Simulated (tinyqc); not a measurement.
## Tunnelling through a gate dielectric, WKB transmission and Tsu-Esaki current: effect of the tunnelling mass m1

Electrons leave the emitter at x = 0. Energies E (motion across the layers) are in eV from the emitter Fermi level; the collector Fermi level lies at -V and offers states at every E. No charge in the dielectric and no image force: F1 = V/t1, U = phi1 - F1 x. With C = hbar^2/(2 m0), kappa = sqrt(m (U - E)/C) where U > E and 0 elsewhere; T(E) = exp(-S), S = 2 times the integral of kappa over x.

Each layer adds (2/F) sqrt(m/C) [G(u at its left edge) - G(u at its right edge)] to S, with u = U - E (0 where negative) and G(u) = (2/3) u^1.5. J = J0 times the integral of T(E) N(E) dE, N = ln[(1 + exp(-E/Vt))/(1 + exp((-E - V)/Vt))], J0 = q^2 me m0 kB T/(2 pi^2 hbar^3) (times 1e-4 for A/cm^2 per eV), from E = -Ef to far above the barrier (T = 1 there), by quadrature converged to the digits shown.

Parameters, values chosen for the exercise; dielectric values close to those of aluminium oxide:

| symbol | value | unit | meaning |
|---|---|---|---|
| T | 200 | K | temperature |
| Ef | 2.6 | eV | Fermi energy of the emitter above its band bottom |
| me | 1 | m0 | emitter mass in the supply function |
| phi1 | 2.55 | eV | barrier of layer 1 above the emitter Fermi level at zero bias |
| t1 | 5.3 | nm | thickness of layer 1 |
| V | 4.9 | V | voltage across the dielectric |

Constants: q = 1.602176634e-19 C, kB = 1.380649e-23 J/K, hbar = 1.054571817e-34 J s, m0 = 9.1093837015e-31 kg, Vt = kB T/q, hbar^2/(2 m0) = 0.0380998212 eV nm^2. Results are converted to the units shown.

Result of one run:

| S at E = 0 | T(E = 0) | J (A/cm^2) | mean E of the current (eV) |
|---|---|---|---|
| 16.75 | 5.309e-8 | 8.811 | -0.1828 |

Which tunnelling mass of layer 1 m1 gave this result: 0.12, 0.15, 0.31 or 0.63 m0?

m1 = 0.31 m0.

The whole series:

| m1 (m0) | S at E = 0 | T(E = 0) | J (A/cm^2) | mean E of the current (eV) |
|---|---|---|---|---|
| 0.12 | 10.42 | 2.977e-5 | 1.202e4 | -0.2953 |
| 0.15 | 11.65 | 8.699e-6 | 2846 | -0.2647 |
| 0.2 | 13.45 | 1.434e-6 | 358.1 | -0.2293 |
| 0.25 | 15.04 | 2.930e-7 | 59.38 | -0.2045 |
| 0.31 | 16.75 | 5.309e-8 | 8.811 | -0.1828 |
| 0.4 | 19.03 | 5.447e-9 | 0.7151 | -0.1593 |
| 0.5 | 21.27 | 5.764e-10 | 0.06182 | -0.1406 |
| 0.63 | 23.88 | 4.256e-11 | 0.003716 | -0.1228 |

J falls from 12000 to 0.00372 A/cm^2. S goes as m1^(0.50): kappa is proportional to the square root of the mass.

Computed by the program tinyqc: `OMP_NUM_THREADS=1 python tinyqc.py 2540090 2540091 out.jsonl`, one thread of a shared Intel Xeon 2.30GHz, about 0.02 s for the whole run.
